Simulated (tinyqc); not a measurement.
Lossy on-chip transmission line with skin effect: one step of the calculation.

A uniform line in a homogeneous dielectric: c = sqrt(er)/(c0 Z0), l = Z0 sqrt(er)/c0 (c0 = 299792458 m/s), g = w c td, w = 2 pi f. The resistance joins its limits as r = sqrt(r_dc^2 + r_hf^2), with r_dc = rho/(wd th), r_hf = kr rho/(2 delta (wd + th)), delta = sqrt(rho/(pi f mu0)), mu0 = 4 pi 1e-7 H/m; this is an interpolation, and internal inductance, up to 0.05 nH/mm at low frequency, is neglected.

Task. Propagation constant and impedance. gamma = sqrt((r + i w l)(g + i w c)) = alpha + i beta, Zc = sqrt((r + i w l)/(g + i w c)), roots with positive real part; loss 8.685889638 alpha in dB; phase velocity w/beta.

Values chosen for this exercise:
- len = 0.94 mm (length)
- f = 0.29 GHz (frequency)

r = 61.387342 ohm/mm
l = 0.34180149 nH/mm
c = 136.72059 pF/m
g = 0.0012456092 S/m

Find: gamma len; Zc; loss; phase velocity over c0; r/(w l).

Result.

gamma len = 0.081988+0.082411i
Zc = 353.66-348.35i ohm
loss = 0.75760 dB/mm
phase velocity over c0 = 0.069326
r/(w l) = 98.566

r exceeds w l, so the line behaves mainly as an RC line at this frequency.

Program tinyqc, `OMP_NUM_THREADS=1 python tinyqc.py 2810161 2810162 out.jsonl`; Intel Xeon 2.30GHz, shared host, one thread, about 0.01 s.
